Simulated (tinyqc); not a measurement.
Composition against offsets: model-solid line-up of a strained alloy layer on a substrate.

All values of the alloy are linear in x but the gap, Eg(x) = (1 - x) Eg_A + x Eg_B - C x (1 - x), and the valence edge, Ev(x) = (1 - x) Ev_A + x Ev_B + fv C x (1 - x); Ec = Ev + Eg. Ev is the top of the unstrained valence band on a scale common to all materials. In the layer only the Gamma valley of the conduction band is followed, also where an X or L valley would lie lower.

Coherent growth on a (001) face: e_par = (a_s - a)/a, e_perp = -2 (C12/C11) e_par; exx = eyy = e_par, ezz = e_perp, no shear.

Strained edges: Ec + ac tr(e); the valence edges are Ev plus the levels of the 6 x 6 matrix of X, Y, Z times spin with -Dso/3 + l exx + m (eyy + ezz) on the diagonal (cyclic), n exy off it, l = av + 2 b, m = av - b, n = sqrt(3) d. Spin-orbit term (Dso/3) L.sigma on X, Y, Z with (L_k)_ij = -i epsilon_kij: <X+|H|Y+> = -i Dso/3, <X+|H|Z-> = Dso/3, <Y+|H|Z-> = -i Dso/3, <Z+|H|X-> = -Dso/3, <Z+|H|Y-> = i Dso/3, <X-|H|Y-> = i Dso/3, and their conjugates; + and - are the spin along z.

dEc = Ec(substrate) - Ec(layer), dEv = Ev(layer) - Ev(substrate); positive values confine the carrier in the layer. Type I: both of one sign; type II: opposite signs; type III: the gaps do not overlap.

Inputs chosen for the exercise (A near GaP, B near GaAs, substrate near GaP; the results hold for these values, not for the real material): a = (5.45, 5.645) angstrom (lattice constant of A, B); Eg = (2.925, 1.537) eV (gap at Gamma to the s-like level of A, B); Dso = (0.081, 0.341) eV (spin-orbit splitting of A, B); Ev = (-1.27, -0.81) eV (top of the unstrained valence band of A, B); ac = (-8.09, -7.09) eV (conduction deformation potential of A, B); av = (1.72, 1.17) eV (valence hydrostatic potential of A, B); b = (-1.61, -1.98) eV (tetragonal shear potential of A, B); d = (-4.63, -4.87) eV (trigonal shear potential of A, B); C11 = (139.1, 121.4) GPa (of A, B); C12 = (62.4, 55.8) GPa (of A, B); C44 = (70.4, 59.5) GPa (of A, B); C = 0.16 eV (bowing of the gap); fv = 0 (share of the bowing taken by the valence edge); a_s = 5.45 angstrom (substrate); Eg_s = 2.374 eV (lowest gap of the substrate); Ev_s = -1.27 eV (substrate valence edge); face = 001 (growth face).

Each composition is strained to the same substrate.

Results:
```
x     e_par (%)  relaxed gap (eV)  strained gap (eV)  valence splitting (meV)  dEc (eV)  dEv (eV)  type
0.03      -0.11             2.879              2.887                        6    -0.528     0.015    II
0.27      -0.96             2.519              2.586                       48    -0.351     0.139    II
0.39      -1.38             2.346              2.438                       66    -0.267     0.203    II
0.50      -1.76             2.191              2.304                       82    -0.193     0.262    II
0.62      -2.17             2.027              2.160                       99    -0.115     0.329    II
0.74      -2.58             1.867              2.017                      117    -0.040     0.397    II
0.86      -2.99             1.712              1.876                      134     0.032     0.466     I
```

Give the missing row, x = 0.15.

Computed row:
```
x     e_par (%)  relaxed gap (eV)  strained gap (eV)  valence splitting (meV)  dEc (eV)  dEv (eV)  type
0.15      -0.53             2.696              2.736                       29    -0.438     0.076    II
```

The layer stays under compression over this range. The strained gap runs from 2.887 to 1.876 eV, against 2.879 to 1.712 eV for the relaxed alloy: strain takes back part of the change that the composition makes. Strains above 2 % can be kept only in layers of a few nanometres. The type changes: II to I between x = 0.74 and 0.86. Offsets below about 50 meV are within the spread of parameter sets, so those rows do not settle the type. Where the alloy is indirect its X or L edge, left out, lies lower and sets the real gap and dEc.

Program tinyqc; command `OMP_NUM_THREADS=1 python tinyqc.py 1050172 1050173 out.jsonl`; about 0.01 s on one thread of a shared Intel(R) Xeon(R) Processor @ 2.30GHz.
